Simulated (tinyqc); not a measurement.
# Ten-year voltage from two stress tests

Problem. Lifetimes follow tau = t0 exp(B/Vd). Ten years are 3.15576e8 s. Find B, t0 and the drain voltage for ten years.

lifetimes at Vd = 2.4 and 2.7 V (s): [92000, 309.543741]

Answer. ln(tau) is linear in 1/Vd.

B = 123 V
t0 = 5.08e-18 s
ten-year voltage = 2.07 V

Computed by the program tinyqc: `OMP_NUM_THREADS=1 python tinyqc.py 2550165 2550166 out.jsonl`, one thread of a shared Intel Xeon 2.30GHz, about 0.01 s for the whole run.
